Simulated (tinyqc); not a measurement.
Inside a calculation. Method: Pariser-Parr-Pople SCF with singles CI, for the molecule C=Cc1ccccc1N (SMILES; centres numbered as the heavy atoms are written). One step of it, computed by the program tinyqc.

Problem. Singles CI, triplets. Over the 6 single excitations with the smallest orbital gaps: A = (e_a - e_i) delta - (ij|ab), with (pq|rs) = sum c_mp c_mq gamma_mn c_nr c_ns.

orbital energies (eV): -15.412254  -12.792969  -12.677504  -10.609700  -9.268254  -0.794362  0.377619  1.501997  3.784391

coefficients:
```
         MO1        MO2        MO3        MO4        MO5        MO6        MO7        MO8
1C  0.122585  -0.337406  -0.335991   0.445054   0.338688   0.504777   0.064068  -0.410768
2C  0.234351  -0.418395  -0.379388   0.304559   0.089473  -0.402763  -0.045207   0.540090
3C  0.452546  -0.276899  -0.208431  -0.282917  -0.396123  -0.319321  -0.032117  -0.346948
4C  0.295329  -0.359228   0.183461  -0.470468   0.042381   0.392402  -0.456144   0.038008
5C  0.233626  -0.268135   0.486110  -0.149116   0.393138   0.041281   0.488149   0.299360
6C  0.251576  -0.016784   0.513403   0.352392   0.147105  -0.426954  -0.074214  -0.474157
7C  0.348071   0.219599   0.276080   0.471122  -0.306491   0.259820  -0.395977   0.321226
8C  0.534542   0.355698  -0.152903  -0.019168  -0.240050   0.226287   0.547121   0.008868
9N  0.336563   0.508391  -0.258047  -0.197611   0.625154  -0.155985  -0.291232   0.007032

          MO9
1C   0.133507
2C  -0.263380
3C   0.463421
4C  -0.404291
5C   0.361686
6C  -0.338235
7C   0.333195
8C  -0.394647
9N   0.150369
```

repulsion gamma_rs (eV):
```
           1C         2C         3C         4C         5C         6C         7C         8C
1C  11.420000   7.641321   5.269151   3.679914   2.873516   2.767742   3.283518   4.688788
2C   7.641321  11.420000   7.645560   5.269151   3.680404   3.284184   3.680292   5.268440
3C   5.269151   7.645560  11.420000   7.641321   5.267706   4.688788   5.267380   7.640267
4C   3.679914   5.269151   7.641321  11.420000   7.641644   5.268440   4.688580   5.267413
5C   2.873516   3.680404   5.267706   7.641644  11.420000   7.643685   5.269002   4.689067
6C   2.767742   3.284184   4.688788   5.268440   7.643685  11.420000   7.643686   5.269151
7C   3.283518   3.680292   5.267380   4.688580   5.269002   7.643686  11.420000   7.642758
8C   4.688788   5.268440   7.640267   5.267413   4.689067   5.269151   7.642758  11.420000
9N   5.519962   4.863443   5.518780   3.761925   3.341618   3.762560   5.518833   8.476454

           9N
1C   5.519962
2C   4.863443
3C   5.518780
4C   3.761925
5C   3.341618
6C   3.762560
7C   5.518833
8C   8.476454
9N  18.530000
```

Give: triplet CI matrix; triplet excitation energies.

Solution.

triplet CI matrix (eV):
```
         5>6      5>7      4>6      5>8      4>7      3>6
5>6   2.8086  -0.4460  -0.3471  -0.0722  -0.0205   0.0473
5>7  -0.4460   3.2635  -0.0205   0.0909   0.5502   0.3328
4>6  -0.3471  -0.0205   3.8807   0.6183   0.1546   0.2291
5>8  -0.0722   0.0909   0.6183   5.2974  -0.0067  -0.7413
4>7  -0.0205   0.5502   0.1546  -0.0067   5.0456  -0.0110
3>6   0.0473   0.3328   0.2291  -0.7413  -0.0110   6.1560
```

triplet excitation energies (eV): 2.4024  3.3554  3.6409  5.0953  5.3505  6.6070
